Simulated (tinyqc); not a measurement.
Effective charge: two electrons on one impurity (helium-like model).

Units Ha* = 2 Ry m/eps^2 and a* = a0 eps/m. One electron is bound by Z^2/2. Two electrons in the singlet built from exp(-a r) and exp(-b r): S = 8 (ab)^(3/2)/(a + b)^3, h_aa = a^2/2 - Z a, h_bb alike, h_ab = S (ab/2 - Z (a + b)/2), J = ab (a^2 + 3ab + b^2)/(a + b)^3, K = 20 (ab)^3/(a + b)^5, E = (h_aa + h_bb + 2 S h_ab + J + K)/(1 + S^2). For a = b this is a^2 - 2 Z a + 5a/8. Real double donors are deeper, since the central cell is left out.

Values chosen for the exercise (out of a larger set: near those of impurities in Ge; not measured data):
- m = 0.172 m0 (one mean mass)
- eps = 15.8 (dielectric constant)
- Zs = (0.99, 1.05, 1.14, 1.56, 1.85, 2.7, 4.03) (charges)

Ha* = 18.7484 meV

Binding of the first electron, of the second (-E - Z^2/2) with equal and with unequal orbitals, and U, the first less the second (unequal).

Results (meV):
```
Z     first  second, equal  second, unequal   a/b     U  U/(Z Ha*)
0.99    9.2          -0.58             0.19  3.79   9.0      0.485
1.05   10.3          -0.14             0.58  3.25   9.8      0.495
1.56   22.8           6.36             6.93  2.10  15.9      0.543
1.85   32.1          12.24            12.77  1.91  19.3      0.557
2.70   68.3          38.53            39.03  1.64  29.3      0.579
4.03  152.2         106.85           107.33  1.47  44.9      0.594
```

Give the missing row, Z = 1.14.

Computed row:
```
Z     first  second, equal  second, unequal   a/b     U  U/(Z Ha*)
1.14   12.2           0.66             1.32  2.82  10.9      0.508
```

Equal orbitals bind a second electron only above Z = (5/16)/(1 - 1/sqrt2) = 1.067; unequal ones do so in 7 of the 7 rows. Their gain is 0.77 meV in the first row and 0.47 in the last, while the second binding grows to 107 meV, so the gain decides the matter only near Z = 1. U grows almost linearly with Z: U/(Z Ha*) goes from 0.485 to 0.594, towards 5/8, while the first binding grows as Z^2. Angular correlation is left out: at Z = 1 this function binds the second electron by 0.0133 Ha*, half the exact 0.0278.

Computed by tinyqc, a small Python program: `OMP_NUM_THREADS=1 python tinyqc.py 1281285 1281286 out.jsonl` (the numbers bound the seed that draws the inputs); one thread of a shared host (Intel(R) Xeon(R) Processor @ 2.30GHz), about 0.05 s for the whole set of steps.
